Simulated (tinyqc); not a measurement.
Worked calculation: trap in a gate oxide as a short-range spherical well. Values are carried at full precision from step to step, so a last printed digit may differ when a step is redone from the rounded ones.

A spherical well of radius R and depth V0 below the conduction edge, one mass m, c = hbar^2/2m0. The s level at binding Et solves k cot(k R) = -kappa with k = sqrt(m (V0 - Et)/c), kappa = sqrt(m Et/c); it exists for V0 > Vc = c (pi/2R)^2/m. Outside, psi falls as exp(-kappa r)/r.

Constants: hbar^2/2m0 = 3.80998211 eV angstrom^2; fine-structure constant alpha = 0.007297352564; hc = 1239.841984 eV nm; kB = 8.617333262e-05 eV/K.

Inputs chosen for the exercise (near those of Al2O3 on GaAs; shifted at random, so the results belong to these values and not to a real crystal): R = 4.8 angstrom (radius of the well); V0 = 3.62 eV (depth of the well); m = 0.283 m0 (mass); n_r = 1.72 (refractive index); dEc = 1.91 eV (conduction offset to the channel); Fox = 3.6 MV/cm (oxide field, lowering levels away from the channel); t0 = 10 x 1e-11 s (time constant at the interface); T = 300 K (temperature); EF = -0.02 eV (Fermi level above the channel edge); x = 5 angstrom (depth of the trap).

## The bound level

Solve for Et; the share outside is [sin^2(kR)/(2 kappa)]/[sin^2(kR)/(2 kappa) + R/2 - sin(2kR)/(4k)].

Et = 0.9906 eV
k = 0.4419 1/angstrom
kappa = 0.2713 1/angstrom
share outside = 0.316
Vc = 1.442 eV

The well is 2.51 times the critical depth. Since dEt/dV0 equals the share inside, 0.68, a 1 % change of V0 moves Et by 2.5 %. The decay length is 3.7 angstrom, 0.8 times R.

## Peak of the photo-ionisation cross-section

Lucovsky model (delta well, plane-wave final states, no local-field factor): sigma = (32 pi alpha c/(3 n_r m Et)) (x - 1)^(3/2)/x^3, x = h nu/Et, c = hbar^2/2m0; 1 angstrom^2 = 1e-16 cm^2.

The maximum lies at x = 2. Give the photon energy, its wavelength and sigma there.

h nu = 1.981 eV
wavelength = 626 nm
sigma = 24.2 x 1e-18 cm^2

With 32 % of the state outside the well the delta-well form is only a rough model of this centre.

## Level, tunnelling time and occupation

Energies from the conduction edge of the channel. The trap level at depth x is E_T = dEc - Et - e Fox x (1 MV/cm = 0.01 eV/angstrom). An electron at the channel edge tunnels with the WKB exponent S = (4/3) sqrt(m/c) [dEc^(3/2) - (dEc - e Fox x)^(3/2)]/(e Fox), c = hbar^2/2m0; tau = t0 exp(S); the occupation is f = 1/(1 + exp((E_T - EF)/kB T)), tau_c = tau/f and tau_e = tau/(1 - f). Lattice relaxation is left out; a level below the channel edge needs phonons as well, so tau is then a lower bound, while a level above it can also empty elastically at its own energy, through a thinner barrier, faster than this tau.

Give E_T, S, tau and ln(tau_c/tau_e) = (E_T - EF)/kB T.

E_T = 0.739 eV
S = 3.676
tau = 3.95e-09 s
ln(tau_c/tau_e) = 29.4

The level lies 29 kB T above EF, so the trap is mostly empty. A flat barrier would give S = 2 sqrt(m dEc/c) x = 3.77.

## Checks

- Et from the radial equation on a grid against the matching condition, eV: both 0.99.

Program tinyqc; command `OMP_NUM_THREADS=1 python tinyqc.py 1251648 1251649 out.jsonl`; about 0.01 s on one thread of a shared Intel(R) Xeon(R) Processor @ 2.30GHz.
